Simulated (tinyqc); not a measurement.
p-i-n power rectifier, conductivity modulation at high injection: forward voltage and stored charge against the temperature.

A drift layer from x = -d to d (2 d = W) between ideal p+ and n+ emitters (no recombination in them). High injection, n = p, ambipolar diffusion with one lifetime; both mobilities scale as (T/300 K)^(-bt).

Nc and Nv are given at 450 K and scale as (T/450 K)^1.5; tau is held fixed. Triangular field at breakdown with Ec = Kc N^(1/8): BV = eps0 eps_r Ec^2/(2 q N), so N = (eps0 eps_r Kc^2/(2 q BV))^(4/3); W = 2 BV/Ec; mu = mud (T/300 K)^(-bt); rho = 1/(q mu N); ideal resistance rho W. Da = 2 mun mup Vt/(mun + mup), La = sqrt(Da tau), B = (mun - mup)/(mun + mup) with mun = mud (T/300 K)^(-bt), mup likewise; n(x) = (tau J/(2 q La)) [cosh(x/La)/sinh(d/La) - B sinh(x/La)/cosh(d/La)]. Ohmic drop: integral of J/(q (mun + mup) n); diffusion (Dember) drop Vt B ln(n(-d)/n(d)); both junctions together Vt ln(n(-d) n(d)/ni^2), ni = sqrt(Nc Nv) exp(-Eg/(2 Vt)), Eg in volts; V_F = the sum; stored charge q times the integral of n. Integrals on a fine grid. Peak reverse current if all stored charge left in a linear ramp without recombination (an upper bound): sqrt(2 a Q). Rows where n falls below the doping are left out.

Values chosen for this exercise; bulk values close to those of silicon:
- eps_r = 11.8 (relative permittivity)
- Kc = 4110 V/cm per (cm^-3)^(1/8) (critical-field constant)
- BV = 240 V (rated breakdown voltage of the drift layer)
- mud = 1220 cm^2/(V s) (drift mobility at 300 K)
- bt = 2 (temperature exponent of the drift mobility)
- mup = 422 cm^2/(V s) (hole mobility at 300 K)
- Eg = 1.16 eV (band gap)
- Nc = 5.14e19 cm^-3 (conduction-band density of states at the reference temperature)
- Nv = 4.87e19 cm^-3 (valence-band density of states at the reference temperature)
- J = 200 A/cm^2 (forward current density)
- a = 800 A/(cm^2 us) (ramp rate of the current at turn-off)
- tau = 1.6e-7 s (high-level lifetime)

Constants: q = 1.602176634e-19 C, kB = 1.380649e-23 J/K, Vt = kB T/q, eps0 = 8.8541878128e-14 F/cm where lengths are in cm. Results are converted to the units shown.

The same in every row: Q (uC/cm^2) = 32.00; sqrt(2 a Q) (A/cm^2) = 226.3.

Result of one run:
```
d/La	drift drop, ohmic and diffusion (V)	junction drops (V)	V_F (V)	lowest n over N	J rho W (V)
0.4556	0.01011	0.9000	0.9101	90.02	1.016
```

Which temperature T gave this result: 250, 290, 370, 410 or 490 K?

T = 290 K.

The whole series:
```
T (K)	d/La	drift drop, ohmic and diffusion (V)	junction drops (V)	V_F (V)	lowest n over N	J rho W (V)
250	0.4230	0.007532	0.9451	0.9526	90.70	0.7548
290	0.4556	0.01011	0.9000	0.9101	90.02	1.016
330	0.4860	0.01305	0.8535	0.8666	89.36	1.315
370	0.5146	0.01636	0.8059	0.8222	88.72	1.653
410	0.5417	0.02004	0.7572	0.7773	88.08	2.030
450	0.5675	0.02409	0.7077	0.7318	87.45	2.446
490	0.5922	0.02850	0.6573	0.6858	86.84	2.900
```

V_F falls from 0.953 to 0.686 V; the drift drop rises from 0.00753 to 0.0285 V and the junction drops fall from 0.945 to 0.657 V.

Numbers from tinyqc (`OMP_NUM_THREADS=1 python tinyqc.py 2230006 2230007 out.jsonl`; about 0.01 s on one thread of a shared Intel Xeon 2.30GHz).
